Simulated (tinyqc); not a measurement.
Classical nucleation, growth and JMAK kinetics of crystallisation from a melt or glass. Changing the contact angle theta. Computed by tinyqc, a small Python program. Command: `OMP_NUM_THREADS=1 python tinyqc.py 3029696 3029697 out.jsonl nucl sweep`. One thread of a shared host (Intel(R) Xeon(R) Processor @ 2.30GHz), about 0.01 s of CPU time with the checks.

A spherical nucleus cap on a flat wall with a sharp interface of isotropic energy gamma; lambda = Omega^(1/3) is the jump distance.

Inputs (values chosen for the exercise, for a model substance):
```
quantity                        value        unit
melting point T_m                 850           K
heat of melting per volume H      939      J/cm^3
interface energy gamma          0.116       J/m^2
atomic volume Omega              24.8  angstrom^3
temperature T                     649           K
diffusion prefactor D0        1.2e-07       m^2/s
activation energy Q              1.58          eV
wall area per volume S_v      4.7e+06         1/m
```

Nucleation: on a flat wall. Driving force: Turnbull (linear).

Constants: e = 1.602176634e-19 C; k_B = 1.380649e-23 J/K; k_B = 8.617333262e-05 eV/K.

Method:
- Driving force per volume: dG = H (T_m - T)/T_m.
- Shape factor f = (2 + cos theta)(1 - cos theta)^2/4.
- W(r) = f [4 pi r^2 gamma - (4/3) pi r^3 dG]; r* = 2 gamma/dG; W* = f 16 pi gamma^3/(3 dG^2); n* = f (4/3) pi r*^3/Omega.
- D = D0 exp(-Q/(k_B T)); attachment rate k+ = (A*/lambda^2) D/lambda^2 with A* = 2 pi r*^2 (1 - cos theta); Zeldovich factor Z = sqrt(W*/(3 pi k_B T))/n*; sites per volume N = S_v/lambda^2; I = N Z k+ exp(-W*/(k_B T)); lag time = 1/(4 pi Z^2 k+).

One run for each value; columns: (1) contact angle theta (degrees); (2) shape factor f; (3) barrier W* (eV); (4) nucleation rate I (1/(m^3 s)); (5) atoms in the nucleus n*; (6) critical radius r* (nm):
```
(1)         (2)         (3)         (4)         (5)     (6)
20   2.6729e-03  8.8493e-03  4.3817e+25  5.1494e-01  1.0448
40   3.7850e-02  1.2531e-01  5.6296e+24  7.2919e+00  1.0448
60   1.5625e-01  5.1731e-01  5.3510e+21  3.0102e+01  1.0448
80   3.7107e-01  1.2285e+00  1.7212e+16  7.1488e+01  1.0448
100  6.2893e-01  2.0822e+00  4.4088e+09  1.2116e+02  1.0448
120  8.4375e-01  2.7934e+00  1.4591e+04  1.6255e+02  1.0448
140  9.6215e-01  3.1854e+00  1.4537e+01  1.8536e+02  1.0448
160  9.9733e-01  3.3019e+00  1.9544e+00  1.9214e+02  1.0448
180  1.0000e+00  3.3108e+00  1.7180e+00  1.9265e+02  1.0448
```

Over the rows, shape factor f rises from 0.00267 to 1.00 (exponent d ln y / d ln x 3.8 between the first rows and 0.023 between the last); barrier W* (eV) rises from 0.00885 to 3.31 (exponent d ln y / d ln x 3.8 between the first rows and 0.023 between the last); nucleation rate I (1/(m^3 s)) falls from 4.38e25 to 1.72 (exponent d ln y / d ln x -3.0 between the first rows and -1.1 between the last). f is 1/2 at 90 degrees and 1 at 180, where the wall gives no help; r* does not depend on the angle.

Caution (rows 20.0, 40.0, 60.0): with under 20 atoms in the nucleus or a barrier under 10 k_B T the capillary model is only a guide. Caution (rows 140, 160, 180): homogeneous nucleation, left out here, would be as fast or faster: the wall offers too few sites or too small a cut in the barrier.
